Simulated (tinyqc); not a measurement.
Spectrum around the optical phonon: single-oscillator infrared dielectric function of a polar cubic crystal. Computed by tinyqc, a small Python program. Command: `OMP_NUM_THREADS=1 python tinyqc.py 3000272 3000273 out.jsonl infrared walk`. One thread of a shared host (Intel(R) Xeon(R) Processor @ 2.30GHz), about 0.01 s of CPU time with the checks.

One ion pair, charges +Z* and -Z*, in a cell of volume Omega = a^3/4. Frequencies omega are given as wavenumbers (1/cm); eps_s is the static dielectric constant.

Inputs (values chosen for the exercise, modelled on lithium fluoride):
```
quantity,value,unit
lattice constant a,4.03,angstrom
mass M_A,6.94,u
mass M_B,19,u
omega_TO,310,1/cm
Born charge Z*,1.02,e
eps_inf,1.96,-
phonon damping gamma,11,1/cm
```

Structure: rock salt. Free carriers: absent.

Constants: nu for 1 eV/(angstrom^2 u) = 15.6333042 THz; 1 THz = 33.35640952 1/cm; e^2/(4 pi eps_0) = 14.39964548 eV angstrom.

Method:
- mu = M_A M_B/(M_A + M_B); ionic plasma term W^2 = 4 pi Z*^2 (e^2/(4 pi eps_0))/(Omega mu) in eV/(angstrom^2 u), turned into 1/cm by W = 15.6333042 x 33.35640952 x sqrt(W^2); omega_LO^2 = omega_TO^2 + W^2/eps_inf; eps_s = eps_inf + W^2/omega_TO^2; Szigeti charge 3 Z*/(eps_inf + 2); longitudinal (Callen) charge Z*/eps_inf.
- eps(omega) = eps_inf + W^2/(omega_TO^2 - omega^2 - i gamma omega); n + i k = sqrt(eps) with k >= 0; R = |(n + i k - 1)/(n + i k + 1)|^2 at normal incidence from vacuum.
- The loss function is Im(-1/eps).

omega_LO = 640.412 1/cm

W = 784.534 1/cm

Spectrum:
```
omega (1/cm),Re eps,Im eps,R,Im(-1/eps)
155,10.495,0.20190,0.27911,0.0018324
264,24.992,2.5331,0.44584,0.0040144
301,84.107,49.462,0.67591,0.0051953
310,1.96,180.50,0.80955,0.0055396
393,-8.5309,0.77726,0.94592,0.010592
475,-2.7842,0.19138,0.94130,0.024572
574,-0.67542,0.071301,0.90187,0.15457
640,-0.0023091,0.044066,0.56620,22.631
653,0.097492,0.040503,0.26869,3.6341
679,0.27415,0.034503,0.097639,0.45192
736,0.57917,0.025088,0.018468,0.074651
961,1.2163,0.0095020,0.0023962,0.0064231
1600,1.7102,0.0017843,0.017784,6.1006e-04
```

What follows from these numbers?

R peaks among these rows at 393 per cm with 0.95 and is lowest, 0.002, at 961; far above omega_LO it tends to ((sqrt(eps_inf) - 1)/(sqrt(eps_inf) + 1))^2 = 0.028. Im eps is largest at 310 and the loss function at 640: absorption marks the TO mode and the loss function the LO mode. Re eps is negative in some rows, where R averages 0.84.

Extremes, crossings and ranges named in words are read from the listed rows.
